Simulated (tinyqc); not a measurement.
Two-mode optical phonons of a ternary alloy from two coupled oscillators. Changing the fraction x of A. Computed by tinyqc, a small Python program. Command: `OMP_NUM_THREADS=1 python tinyqc.py 3020525 3020526 out.jsonl twomode sweep`. One thread of a shared host (Intel(R) Xeon(R) Processor @ 2.30GHz), about 0.01 s of CPU time with the checks.

An alloy A(x)B(1-x)C has an A-C and a B-C bond oscillator. Each TO frequency moves linearly from the impurity mode (dilute end) to the TO of the pure crystal; each strength is proportional to the number of bonds.

Inputs (values chosen for the exercise, modelled on In(x)Ga(1-x)As, with A-C the InAs-like and B-C the GaAs-like bond): omega_TO of pure AC = 219.9 1/cm; omega_LO of pure AC = 239 1/cm; omega_TO of pure BC = 270.3 1/cm; omega_LO of pure BC = 290.5 1/cm; eps_inf of AC = 12.4; eps_inf of BC = 11; impurity mode of A in BC = 230.9 1/cm; impurity mode of B in AC = 244.4 1/cm; electron mass m* = 0.073 m_0.

Constants: e^2/(4 pi eps_0) = 14.39964548 eV angstrom; hbar^2/(2 m_0) = 3.80998212 eV angstrom^2; 1 THz = 33.35640952 1/cm; h x 1 THz = 4.135667696 meV.

Method:
- omega_1 = (impurity mode of A) + x (omega_TO,AC - impurity mode of A); omega_2 = (impurity mode of B) + (1 - x)(omega_TO,BC - impurity mode of B); eps_inf = x eps_AC + (1 - x) eps_BC; strengths W_1 = x eps_AC (omega_LO,AC^2 - omega_TO,AC^2), W_2 = (1 - x) eps_BC (omega_LO,BC^2 - omega_TO,BC^2).
- eps(omega) = eps_inf + W_1/(omega_1^2 - omega^2) + W_2/(omega_2^2 - omega^2) = 0 is the eigenproblem of the matrix [[omega_1^2 + W_1/eps_inf, sqrt(W_1 W_2)/eps_inf], [sqrt(W_1 W_2)/eps_inf, omega_2^2 + W_2/eps_inf]] for omega_LO^2.
- Uncoupled values keep the diagonal alone. eps_s = eps_inf + W_1/omega_1^2 + W_2/omega_2^2.
- The polar coupling of mode j is c_j = (u_j . sqrt(W))^2/(eps_inf^2 omega_j^2), u_j its eigenvector and omega_j here its LO frequency; the c_j add up to 1/eps_inf - 1/eps_s. Froehlich constant alpha_j = (e^2/(4 pi eps_0)) c_j k_j/(2 E_j), E_j = h c omega_j, k_j = sqrt(m* E_j/(hbar^2/(2 m_0))).

One run for each value:
```
fraction x of A  upper LO mode (1/cm)  lower LO mode (1/cm)  share of the upper mode  eps_s  eps_inf
0.076                           287.5                 231.1                   0.9583  12.86  11.1064
0.170                           283.7                 231.4                   0.9083  13.05  11.2380
0.270                           279.6                 231.6                   0.8565  13.25  11.3780
0.360                           276.0                 231.9                   0.8102  13.43  11.5040
0.460                           271.8                 232.3                   0.7584  13.63  11.6440
0.550                           268.0                 232.7                   0.7102  13.81  11.7700
0.650                           263.7                 233.2                   0.6529  14.00  11.9100
0.740                           259.6                 233.8                   0.5945  14.17  12.0360
0.840                           254.7                 234.8                   0.5121  14.36  12.1760
0.930                           249.8                 236.3                   0.3889  14.52  12.3020
```

What does the table show, and why?

Over the rows, upper LO mode (1/cm) falls from 287 to 250 (exponent d ln y / d ln x -0.016 between the first rows and -0.19 between the last); lower LO mode (1/cm) rises from 231 to 236 (exponent d ln y / d ln x 0.0014 between the first rows and 0.062 between the last); share of the upper mode falls from 0.958 to 0.389 (exponent d ln y / d ln x -0.067 between the first rows and -2.7 between the last). Both TO lines are straight by construction; the LO lines bend because the splitting depends on the number of bonds and on the coupling of the two oscillators through the field.
